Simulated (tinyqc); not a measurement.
Lifetime against injection: Shockley-Read-Hall recombination through one deep level.

One level at Et with degeneracy 1: tn = 1/(sn vth Nt), tp = 1/(sp_ vth Nt), n1 = Nc exp((Et - Eg)/kT), p1 = Nv exp(-Et/kT), ni^2 = n1 p1. Equilibrium p0 = Nm, n0 = ni^2/Nm; n = n0 + dn, p = p0 + dn. U = (n p - ni^2)/(tp (n + n1) + tn (p + p1)), lifetime dn/U; emission rates en = sn vth n1, ep = sp_ vth p1.

Constants: kB = 8.617333262e-05 eV/K.

Parameters, chosen for this exercise (gap and densities of states near those of Si at this temperature; the results hold for these values, not for the real material): Eg = 1.113 eV (gap); Nc = 3.48e+19 1/cm^3 (conduction-band density of states); Nv = 1.43e+19 1/cm^3 (valence-band density of states); T = 350 K; Et = 0.537 eV (recombination level above Ev); Nt = 7.7e+15 1/cm^3 (defects); sn = 2.8e-14 cm^2 (electron capture cross-section); sp_ = 2.7e-16 cm^2 (hole capture cross-section); vth = 16000000 cm/s (thermal velocity, both carriers); Nm = 7.7e+16 1/cm^3 (equilibrium holes for the lifetime steps).

Recombination:
```
dn (1/cm^3),lifetime (microsecond),U (1/(cm^3 s))
1.0e+11,0.0002900,3.45e+20
1.0e+12,0.0002903,3.44e+21
1.0e+13,0.0002939,3.40e+22
1.0e+14,0.0003290,3.04e+23
1.0e+15,0.0006754,1.48e+24
1.0e+16,0.003745,2.67e+24
1.0e+17,0.01727,5.79e+24
1.0e+18,0.02820,3.55e+25
```

What does the comparison show, and why?

The lifetime rises from 0.00029 to 0.0282 microsecond; tn + tp = 0.03035. At low injection it is tn (1 + p1/p0) + tp n1/p0 with n1/Nm = 2.3e-06 and p1/Nm = 3.4e-06: re-emission is negligible, so minority capture alone counts. Auger and radiative paths are left out; they cut in at the highest injections, and in a doped direct-gap crystal the radiative one counts at all injections. dn = dp neglects trapped charge, which matters where the traps hold a charge comparable with dn, at low injection and with very unequal cross sections.

Run: tinyqc, `OMP_NUM_THREADS=1 python tinyqc.py 1652181 1652182 out.jsonl`; Intel(R) Xeon(R) Processor @ 2.30GHz, one thread, shared host; about 0.01 s of CPU time with all checks.
